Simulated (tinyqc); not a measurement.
The width of the window: equation-of-state fits to an energy-volume table made by a known binding curve. Computed by tinyqc, a small Python program. Command: `OMP_NUM_THREADS=1 python tinyqc.py 3014078 3014079 out.jsonl eosfit walk`. One thread of a shared host (Intel(R) Xeon(R) Processor @ 2.30GHz), about 0.02 s of CPU time with the checks.

With x = (V/V_0)^(1/3), the energy per atom is E = -D [1 + eta (x - 1)] exp(-eta (x - 1)), so that B0 = D eta^2/(9 V_0) and B' = 1 + 2 eta/3. B' = dB/dP at P = 0.

Inputs (values chosen for the exercise, for a model crystal):

| quantity | value | unit |
|---|---|---|
| cohesive energy D | 3.83 | eV/atom |
| true volume V_0 | 7.62 | angstrom^3/atom |
| stiffness eta | 3.74 | - |
| shift of the window centre s | 0.0071 | - |
| points N | 11 | - |
| compression V/V_0 for the pressure test | 0.85 | - |

Binding curve: universal binding. Noise: none.

Constants: 1 eV/angstrom^3 = 160.2176634 GPa.

Method:
- B0 and B' from the formulas above; P = -dE/dV at V = c V_0 (c the compression chosen), from the curve itself.
- Table: V_j = V_0 [1 + s + w (2 j/(N - 1) - 1)], j = 0..N-1, rounded to 0.001; E_j from the curve, rounded to 1e-7 eV.
- Murnaghan: E = E0 + (B0 V/B') [(V0/V)^B'/(B' - 1) + 1] - B0 V0/(B' - 1), P = (B0/B') [(V0/V)^B' - 1].
- Birch-Murnaghan: E = E0 + (9 V0 B0/16) [y^3 B' + y^2 (2 - 4 y)], y = (V0/V)^(2/3) - 1; P = (3 B0/2) (x^7 - x^5) [1 + (3/4)(B' - 4)(x^2 - 1)], x = (V0/V)^(1/3).
- Vinet: E = E0 + (9 B0 V0/h^2) {1 + [h (1 - x) - 1] exp(h (1 - x))}, P = 3 B0 (1 - x) x^-2 exp(h (1 - x)), x = (V/V0)^(1/3), h = (3/2)(B' - 1).
- All are least-squares fits to the energies; for polynomials in V, B0 = V E'' and B' = -1 - V E'''/E'' at the minimum.
- The table is made anew for each w.

exact B0 = 125.157 GPa

exact B' = 3.49333

Errors (%):

| w | B0, parabola | B0, cubic | B0, Murnaghan | B0, Birch-Murnaghan | B0, Vinet | B', Birch-Murnaghan |
|---|---|---|---|---|---|---|
| 0.03 | -2.975 | 0.099 | -0.021 | -0.002 | 0.001 | 0.193 |
| 0.05 | -2.596 | 0.363 | -0.081 | -0.012 | 0.000 | 0.109 |
| 0.08 | -1.776 | 1.012 | -0.223 | -0.033 | 0.000 | 0.080 |
| 0.12 | -0.008 | 2.372 | -0.509 | -0.075 | 0.000 | 0.012 |
| 0.16 | 2.549 | 4.329 | -0.895 | -0.132 | 0.000 | -0.075 |
| 0.22 | 7.838 | 8.521 | -1.636 | -0.241 | 0.000 | -0.236 |

What follows from these numbers?

The Birch-Murnaghan error of B0 is smallest among these at w = 0.03 (0.002 % in size); it is 0.002 % at the narrowest and 0.241 % at the widest. This error comes from the form and grows with w. The Vinet form is the binding curve itself here, so its error comes from noise and rounding alone. At the widest window the errors of B0 are +7.8 % for the parabola and +8.5 % for the cubic in V. The parabola changes sign: it reports the mean curvature of the window, which the shift s biases one way and the width the other.

Extremes, crossings and ranges named in words are read from the listed rows.
